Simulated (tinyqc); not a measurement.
Rate against temperature: collinear exchange A + BC -> AB + C on a London-Eyring-Polanyi-Sato surface: saddle, string of images and rate. Computed by tinyqc, a small Python program. Command: `OMP_NUM_THREADS=1 python tinyqc.py 3111282 3111283 out.jsonl leps walk`. One thread of a shared host (Intel(R) Xeon(R) Processor @ 2.30GHz), about 0.05 s of CPU time with the checks.

x = r(AB), y = r(BC), r(AC) = x + y. V is counted from separated atoms, the barrier from A + BC, that is V + D(BC).

Inputs (values chosen for the exercise, bond data loosely for abstraction of hydrogen from a Ge-H bond by a hydrogen atom; the barrier is not fitted):

| quantity | value | unit |
|---|---|---|
| D(AB) | 4.79 | eV |
| r0(AB) | 0.742 | angstrom |
| beta(AB) | 1.94 | 1/angstrom |
| D(BC) | 3.76 | eV |
| r0(BC) | 1.53 | angstrom |
| beta(BC) | 1.45 | 1/angstrom |
| D(AC) | 3.66 | eV |
| r0(AC) | 1.53 | angstrom |
| beta(AC) | 1.45 | 1/angstrom |
| Sato parameter S | 0.15 | - |
| mass of A | 1.008 | u |
| mass of B | 1.008 | u |
| mass of C | 72.6 | u |
| temperature T | 300 | K |
| step of the string | 0.015 | angstrom^2/eV |

Constants: nu for 1 eV/(angstrom^2 u) = 15.6333042 THz; h x 1 THz = 4.135667696 meV; k_B = 1.380649e-23 J/K; u = 1.6605390666e-27 kg; k_B = 8.617333262e-05 eV/K.

Method:
- For each pair, with u = exp(-beta (r - r0)): Q = D [(3 + S) u^2 - (2 + 6 S) u]/(4 (1 + S)), J = D [(1 + 3 S) u^2 - (6 + 2 S) u]/(4 (1 + S)); V = Q1 + Q2 + Q3 - sqrt(((J1 - J2)^2 + (J2 - J3)^2 + (J3 - J1)^2)/2).
- String of 9 images between the fixed ends (r0(AB) + 2, r0(BC)) and (r0(AB), r0(BC) + 2), started on the two straight legs through (r0(AB) + 0.3, r0(BC) + 0.3): each iteration moves the inner images by -step x gradient (central differences) and spaces them evenly again along the broken line (coordinates are kept between 0.2 and 8 angstrom); stop when no coordinate changes by more than 1e-5 angstrom, at most 400 iterations.
- From the highest inner image, z -> z - H^-1 g with gradient g and Hessian H by central differences, steps capped at 0.15 angstrom, 12 steps.
- Wilson matrix G = [[1/m_A + 1/m_B, -1/m_B], [-1/m_B, 1/m_B + 1/m_C]]; eigenvalues lambda of G H give nu = 15.6333042 THz x sqrt(|lambda|), the negative one being imaginary. Reactant: nu_BC from k = 2 D beta^2 and 1/m_B + 1/m_C. Skew angle: cos = sqrt(m_A m_C/((m_A + m_B)(m_B + m_C))).
- One-dimensional rate constant without tunnelling, k = sqrt(k_B T/(2 pi mu)) [sinh(h nu_BC/(2 k_B T))/sinh(h nu_s/(2 k_B T))] exp(-barrier/(k_B T)) with mu = m_A (m_B + m_C)/(m_A + m_B + m_C); Wigner factor 1 + (h nu_i/(k_B T))^2/24; adiabatic barrier = barrier + h (nu_s - nu_BC)/2.

nu_BC = 62.3436 THz

real frequency at the saddle = 34.2568 THz

barrier = 0.189964 eV

imaginary frequency = 40.5886 THz

adiabatic barrier = 0.131886 eV

Rates; the last column is k_B T^2 d ln k/dT:

| T (K) | k (cm/s) | Wigner factor | activation energy (eV) |
|---|---|---|---|
| 300 | 3.8621e+02 | 2.7567 | 0.14539 |
| 400 | 1.6156e+03 | 1.9881 | 0.15134 |
| 550 | 5.5497e+03 | 1.5227 | 0.16197 |
| 750 | 1.4344e+04 | 1.2811 | 0.17715 |
| 1000 | 2.9393e+04 | 1.1581 | 0.19527 |
| 1400 | 5.8393e+04 | 1.0807 | 0.22108 |
| 2000 | 1.0508e+05 | 1.0395 | 0.25473 |

What follows from these numbers?

The activation energy goes from 0.145 eV at 300 K, near the adiabatic barrier plus k_B T/2 (0.145), to 0.255 eV at 2000 K; the classical limit is the barrier plus k_B T/2 (0.276). Caution: the Wigner factor exceeds 2 at T: tunnelling, left out of k, is large and needs a better treatment than this factor.

Extremes, crossings and ranges named in words are read from the listed rows.
